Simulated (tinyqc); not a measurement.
Inside a calculation: defect-molecule model of a vacancy with Jahn-Teller distortion. Values are carried at full precision from step to step, so a last printed digit may differ when a step is redone from the rounded ones.

Four dangling hybrids a, b, c, d point into the vacancy: H_ii = E0, and -gm between any two. A tetragonal distortion Q pairs a with b and c with d: those two couplings become -gm - I Q and the other four -gm + I Q/2, at an elastic cost k Q^2/2. The a1 level holds two electrons; charge states 2+, + and 0 put n = 0, 1, 2 more into the lowest level of t2 origin. Energy from the 2+ state at Q = 0, with the Fermi level mu counted from Ev: W_n(Q) = n (et - 2 I Q) + k Q^2/2 + Uc n (n - 1)/2 - n mu. et = E0 + gm is the undistorted t2 level.

Inputs chosen for the exercise (of the size used for the vacancy in silicon; not measured data):
```
symbol  value  unit           meaning
E0      -0.03  eV             level of a dangling hybrid, from Ev
gm      0.36   eV             coupling between two dangling hybrids
I       1.23   eV/angstrom    Jahn-Teller coupling
k       13.7   eV/angstrom^2  force constant of the mode
Uc      0.49   eV             repulsion of two electrons in one orbital
Q       0.21   angstrom       a trial distortion
```

## The molecule at a trial distortion

Fill in H at Q.

H (eV), rows a, b, c, d and columns alike:
$$\begin{pmatrix}
-0.0300 & -0.6183 & -0.2308 & -0.2308 \\
-0.6183 & -0.0300 & -0.2308 & -0.2308 \\
-0.2308 & -0.2308 & -0.0300 & -0.6183 \\
-0.2308 & -0.2308 & -0.6183 & -0.0300
\end{pmatrix}$$

## One-electron levels

Diagonalise. By symmetry: a + b + c + d at E0 - 3 gm, a + b - c - d at E0 + gm - 2 I Q, and the pair a - b, c - d at E0 + gm + I Q.

levels (eV): [-1.1100, -0.1866, 0.5883, 0.5883]

The t2 triplet has split by 3 I Q = 0.7749 eV, and its centre has stayed.

## Relaxed charge states

Minimise W_n over Q: Q_n = 2 n I/k, gain n^2 E_JT with E_JT = 2 I^2/k. W_n at mu = 0 is n et - n^2 E_JT + Uc n (n - 1)/2.

E_JT = 0.2209 eV

States:
```
n  charge  Q_n (angstrom)  gain (eV)  W_n (eV)
0      2+          0.0000     0.0000    0.0000
1       +          0.1796     0.2209    0.1091
2       0          0.3591     0.8834    0.2666
```

## Transition levels and the effective U

From the energies W_n of the relaxed states with n = 0, 1, 2 electrons: E(2+/+) = W1 - W0, E(+/0) = W2 - W1, U_eff = E(+/0) - E(2+/+), E(2+/0) = (W2 - W0)/2.

levels above Ev (eV): (2+/+) 0.1091, (+/0) 0.1574, (2+/0) 0.1333

U_eff = 0.0483 eV

U_eff > 0: the + state is the lowest for mu between 0.1091 and 0.1574 eV. The vacancy in silicon is known as a negative-U centre; these values fall on the other side of the balance.

## Vertical against thermal levels

At fixed Q the level for adding the first electron is et - 2 I Q. Capture into 2+ at Q0 = 0 costs et; removal from + at Q1 = 2 I/k takes place at et - 2 E_JT, E_JT = 2 I^2/k; the thermal level lies between, and the Franck-Condon shift is E_JT on each side. et = E0 + gm.

levels (eV): vertical at Q0 0.3300, thermal 0.1091, vertical at Q1 -0.1117

Stokes shift = 0.4417 eV

## Checks

- W2 from the formula against a numerical minimum over Q with the level from H(Q): both 0.26655.

(tinyqc, `OMP_NUM_THREADS=1 python tinyqc.py 1482039 1482040 out.jsonl`, Intel(R) Xeon(R) Processor @ 2.30GHz, 1 thread, shared host, about 0.01 s.)
